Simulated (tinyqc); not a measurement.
Worked calculation: extended Hueckel theory, for H6-. The parameters take no account of the charge, which enters only through the electron count, and nothing here shows that the anion is bound. One step of it, computed by the program tinyqc.

Task: Mulliken analysis. P = C n C^T; charge = valence electrons (H 1) minus the sum of (P S)_ii on the atom; overlap population = 2 sum P_ij S_ij between two atoms.

coefficients:
```
,MO1,MO2,MO3,MO4,MO5,MO6
1H 1s,0.202333,0.378102,0.433218,0.608977,-0.701068,0.459302
2H 1s,0.287593,0.396307,0.231031,-0.402885,0.825659,-0.741348
3H 1s,0.361134,0.121088,-0.426703,-0.582957,-0.264733,0.992153
4H 1s,0.361134,-0.121088,-0.426703,0.582957,-0.264733,-0.992153
5H 1s,0.287593,-0.396307,0.231031,0.402885,0.825659,0.741348
6H 1s,0.202333,-0.378102,0.433218,-0.608977,-0.701068,-0.459302
```

occupations: 2.000000  2.000000  2.000000  1.000000  0.000000  0.000000

overlap S, lower triangle:
```
,1H 1s,2H 1s,3H 1s,4H 1s,5H 1s,6H 1s
1H 1s,1.000000
2H 1s,0.541367,1.000000
3H 1s,0.091442,0.367040,1.000000
4H 1s,0.018338,0.091442,0.541367,1.000000
5H 1s,0.001646,0.010235,0.091442,0.367040,1.000000
6H 1s,0.000219,0.001646,0.018338,0.091442,0.541367,1.000000
```

Give: charges; Overlap populations.

Result:

charges: 1H -0.2714, 2H -0.0438, 3H -0.1849, 4H -0.1849, 5H -0.0438, 6H -0.2714

Overlap populations:
```
pair,value
2-1,0.401580
3-1,-0.089067
3-2,0.250613
4-1,0.001462
4-2,-0.058575
4-3,0.276989
5-1,0.000863
5-2,-0.004181
5-3,-0.058575
5-4,0.250613
6-1,-0.000088
6-2,0.000863
6-3,0.001462
6-4,-0.089067
6-5,0.401580
```
